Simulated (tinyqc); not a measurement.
Isotope shift of the local mode: vibrations of a mass or spring defect in a linear chain. Computed by tinyqc, a small Python program. Command: `OMP_NUM_THREADS=1 python tinyqc.py 3020021 3020022 out.jsonl localmode walk`. One thread of a shared host (Intel(R) Xeon(R) Processor @ 2.30GHz), about 0.01 s of CPU time with the checks.

A ring of N atoms with nearest-neighbour springs k and motion along the chain. Atom 1 is the defect, of mass M', and its two springs are k'. Odd sites are A (the defect replaces an A atom), even sites B.

Inputs (values chosen for the exercise, for a model chain):
```
quantity,value,unit
spring constant k,12.4,eV/angstrom^2
mass M_A,80,u
mass M_B,235,u
defect mass M',31.1,u
spring ratio k'/k at the defect,1,-
isotope mass step,1,u
```

Host: diatomic.

Constants: nu for 1 eV/(angstrom^2 u) = 15.6333042 THz.

Method:
- Host bands: lambda from 0 to 2k/M(heavy) and from 2k/M(light) to 2k (1/M_A + 1/M_B).
- nu = 15.6333042 THz x sqrt(lambda), lambda in eV/(angstrom^2 u).
- D_ii = (sum of the two springs at i)/M_i, D_ij = -k_ij/sqrt(M_i M_j) for neighbours, closed into a ring.
- The same matrix for 120 atoms; amplitudes are the mass-weighted eigenvector, in size, relative to the defect, for the highest mode; its weight is the squared component of the normalised eigenvector on the defect.
- Raise M' by the isotope step in the 120-atom ring. First order, good only for a step much smaller than M': Delta nu/nu = -(1/2) (weight on the defect) Delta M'/M'; a defect vibrating against fixed neighbours would give sqrt(M'/(M' + step)) - 1.

highest frequency, long ring = 14.4535 THz

weight of the highest mode on the defect = 0.925583

shift, exact = -1.4517 %

shift, first order = -1.4881 %

shift, fixed neighbours = -1.5700 %

The shift is 92 % of the fixed-neighbour value; all other atoms together carry 7 % of the kinetic energy of the mode.

Extremes, crossings and ranges named in words are read from the listed rows.
